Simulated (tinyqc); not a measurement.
# Access strength from the read disturbance

Question. Transistor (EKV form, voltages against the body): I = 2 n b Vt^2 [F(vp - Vs) - F(vp - Vd)] from drain to source, F(v) = ln^2(1 + exp(v/(2 Vt))), vp = (Vg - VT + sg |Vd - Vs|)/n. n-channel bodies are at 0; for the p-channel device all voltages are counted down from Vdd. b in uA/V^2 gives I in uA. In an SRAM read the low node Q obeys In(gate QB, drain Q) = Ip(gate QB, drain Q) + Ia, where the access transistor (threshold VTn) has its gate and drain at Vdd and its source at Q. Find Ia, ba and the cell ratio bn/ba.

Values chosen for this exercise: temperature T = 300 K; supply voltage Vdd = 0.75 V; slope factor n = 1.41; drain-induced barrier lowering sg = 0.1; n-channel threshold VTn = 0.44 V; p-channel threshold (magnitude) VTp = 0.42 V; gain factor of the pull-down transistor bn = 410 uA/V^2; gain factor of the pull-up transistor bp = 230 uA/V^2.

Constants: q = 1.602176634e-19 C, kB = 1.380649e-23 J/K, Vt = kB T/q. Results are converted to the units shown.

Q and QB in the read (V): 0.057358571  0.74999733

Answer. The node equation gives Ia, which is proportional to ba.

Ia = 6.366 uA
ba = 200.0 uA/V^2
cell ratio = 2.050

Numbers from tinyqc (`OMP_NUM_THREADS=1 python tinyqc.py 2340065 2340066 out.jsonl`; about 0.1 s on one thread of a shared Intel Xeon 2.30GHz).
